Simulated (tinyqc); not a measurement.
Inside a calculation. Method: geometry optimisation on the RHF/sto-3g surface (energies and gradients from PySCF), for H4, spin multiplicity 1. Computed by tinyqc, a small Python program that keeps every step (integrals from PySCF). Settings: charge = 0, multiplicity = 1, basis = sto-3g, optimiser = bfgs, first Hessian = 0.3, largest step = 0.3, iteration cap = 30. Command: `OMP_NUM_THREADS=1 python tinyqc.py 23953 23954 out.jsonl` (the two numbers bound the seeds that draw the settings). One thread of a shared host (Intel(R) Xeon(R) Processor @ 2.60GHz), about 0.6 s of CPU time with the checks.

## Step 1: energy and gradient

positions at the start (bohr):
```
            x          y          z
1H  -0.020787  -0.028346  -0.009449
2H   0.007559  -0.051023   1.494773
3H   0.043464   2.180744  -0.013228
4H  -0.069920   2.193972   1.387059
```

Self-consistent energy and analytic gradient at these positions.

energy = -2.03340559 hartree

gradient (hartree/bohr):
```
              x            y            z
1H  -0.00128420   0.15887398  -0.10740057
2H   0.00041870   0.15424640   0.09961884
3H   0.00484665  -0.15793244  -0.06517397
4H  -0.00398115  -0.15518794   0.07295571
```

## Step 1: move

Quasi-Newton step p = -H^(-1) g (first H = 0.3 times the unit matrix); steps longer than 0.3 bohr are cut back (factor 0.250 here).

positions after step 1 (bohr):
```
            x          y         z
1H  -0.019715  -0.160982  0.080215
2H   0.007209  -0.179795  1.411606
3H   0.039417   2.312594  0.041183
4H  -0.066596   2.323531  1.326152
```

## Step 2: energy and gradient

As before.

energy = -2.11475451 hartree

gradient (hartree/bohr):
```
              x            y            z
1H  -0.00021404   0.10067347  -0.02260867
2H  -0.00035539   0.09860626   0.01797298
3H  -0.00064895  -0.09969329   0.00758022
4H   0.00121838  -0.09958644  -0.00294454
```

## Step 2: move

inverse Hessian in use (bohr^2/hartree):
```
            1          2          3          4          5          6          7          8
1    3.333262   0.003756  -0.005616   0.000052   0.003588   0.005412   0.000366  -0.003760
2    0.003756   3.490111   0.274701  -0.004786   0.159457  -0.279906  -0.026378  -0.152635
3   -0.005616   0.274701   2.890286   0.004239   0.261801   0.427920   0.029445  -0.275245
4    0.000052  -0.004786   0.004239   3.333307  -0.004628  -0.003998  -0.000228   0.004766
5    0.003588   0.159457   0.261801  -0.004628   3.495182  -0.267209  -0.025389  -0.155393
6    0.005412  -0.279906   0.427920  -0.003998  -0.267209   2.920675  -0.028078   0.280261
7    0.000366  -0.026378   0.029445  -0.000228  -0.025389  -0.028078   3.331578   0.026320
8   -0.003760  -0.152635  -0.275245   0.004766  -0.155393   0.280261   0.026320   3.481870
9   -0.004850   0.345111  -0.389464   0.003042   0.332086   0.371546   0.023311  -0.344384
10  -0.000347   0.027408  -0.028068   0.000203   0.026428   0.026663   0.001617  -0.027326
11  -0.003584  -0.163599  -0.261257   0.004647  -0.165913   0.266853   0.025447   0.159491
12   0.005054  -0.339906   0.404592  -0.003283  -0.326678  -0.386807  -0.024678   0.339367

            9         10         11         12
1   -0.004850  -0.000347  -0.003584   0.005054
2    0.345111   0.027408  -0.163599  -0.339906
3   -0.389464  -0.028068  -0.261257   0.404592
4    0.003042   0.000203   0.004647  -0.003283
5    0.332086   0.026428  -0.165913  -0.326678
6    0.371546   0.026663   0.266853  -0.386807
7    0.023311   0.001617   0.025447  -0.024678
8   -0.344384  -0.027326   0.159491   0.339367
9    3.023805  -0.021503  -0.332813   0.327447
10  -0.021503   3.331861  -0.026510   0.022907
11  -0.332813  -0.026510   3.503354   0.327217
12   0.327447   0.022907   0.327217   2.988101
```

Quasi-Newton step p = -H^(-1) g (the inverse Hessian comes from BFGS updates; coordinates in the order x, y, z of each atom); steps longer than 0.3 bohr are cut back (factor 0.368 here).

positions after step 2 (bohr):
```
            x          y          z
1H  -0.020055  -0.305029   0.063609
2H   0.008386  -0.321816   1.434527
3H   0.044353   2.454825  -0.022314
4H  -0.072369   2.467368   1.383334
```

## Step 3: energy and gradient

As before.

energy = -2.15673973 hartree

gradient (hartree/bohr):
```
              x            y            z
1H  -0.00058769   0.06531960  -0.03643738
2H   0.00021433   0.06361996   0.03347432
3H   0.00429112  -0.06491601  -0.05176608
4H  -0.00391775  -0.06402355   0.05472914
```

## Step 3: move

inverse Hessian in use (bohr^2/hartree):
```
            1          2          3          4          5          6          7          8
1    3.333249   0.001098  -0.005954   0.000080   0.000969   0.005874   0.000579  -0.001137
2    0.001098   3.619791   0.276255  -0.003116   0.288025  -0.284020   0.020834  -0.281633
3   -0.005954   0.276255   2.888921   0.004541   0.263415   0.429577   0.035347  -0.276889
4    0.000080  -0.003116   0.004541   3.333271  -0.002987  -0.004398  -0.000707   0.003125
5    0.000969   0.288025   0.263415  -0.002987   3.622642  -0.271378   0.021135  -0.283279
6    0.005874  -0.284020   0.429577  -0.004398  -0.271378   2.918701  -0.036156   0.284475
7    0.000579   0.020834   0.035347  -0.000707   0.021135  -0.036156   3.328190  -0.020265
8   -0.001137  -0.281633  -0.276889   0.003125  -0.283279   0.284475  -0.020265   3.610183
9   -0.007410  -0.186211  -0.456619   0.008587  -0.191449   0.463370   0.064287   0.179821
10  -0.000575  -0.018816  -0.033933   0.000690  -0.019117   0.034680   0.005271   0.018277
11  -0.000929  -0.292849  -0.262781   0.002978  -0.294054   0.270923  -0.021705   0.288063
12   0.007490   0.193976   0.471454  -0.008730   0.199413  -0.478314  -0.063477  -0.187407

            9         10         11         12
1   -0.007410  -0.000575  -0.000929   0.007490
2   -0.186211  -0.018816  -0.292849   0.193976
3   -0.456619  -0.033933  -0.262781   0.471454
4    0.008587   0.000690   0.002978  -0.008730
5   -0.191449  -0.019117  -0.294054   0.199413
6    0.463370   0.034680   0.270923  -0.478314
7    0.064287   0.005271  -0.021705  -0.063477
8    0.179821   0.018277   0.288063  -0.187407
9    2.530187  -0.065464   0.197839   0.796395
10  -0.065464   3.327948   0.019656   0.064717
11   0.197839   0.019656   3.632173  -0.205981
12   0.796395   0.064717  -0.205981   2.543798
```

Quasi-Newton step p = -H^(-1) g (the inverse Hessian comes from BFGS updates; coordinates in the order x, y, z of each atom); steps longer than 0.3 bohr are cut back (factor 0.497 here).

positions after step 3 (bohr):
```
            x          y         z
1H  -0.019816  -0.450424  0.049477
2H   0.009039  -0.465306  1.454420
3H   0.039201   2.598575  0.029052
4H  -0.068108   2.612503  1.326207
```

## Convergence

Stop when the largest gradient component is below 3e-5 hartree/bohr. The inverse Hessian follows the BFGS update with s = step, y = change of gradient.

Course of the optimisation:
```
step  E (hartree)  largest gradient (hartree/bohr)
1     -2.03340559                         1.59e-01
2     -2.11475451                         1.01e-01
3     -2.15673973                         6.53e-02
4     -2.18734844                         4.56e-02
5     -2.20554049                         4.17e-02
6     -2.21825714                         1.49e-02
7     -2.22523704                         8.83e-03
8     -2.22933949                         5.22e-03
9     -2.23174663                         3.06e-03
10    -2.23314967                         1.78e-03
11    -2.23396035                         1.02e-03
12    -2.23442375                         5.82e-04
13    -2.23468537                         3.27e-04
14    -2.23483112                         1.81e-04
15    -2.23491132                         9.93e-05
16    -2.23495505                         5.40e-05
17    -2.23497879                         2.93e-05
```

Final distances (angstrom):
```
pair   distance
2H-1H  0.712226
3H-1H  3.669034
3H-2H  3.742656
4H-1H  3.741381
4H-2H  3.678844
4H-3H  0.712224
```

Converged in 17 steps.
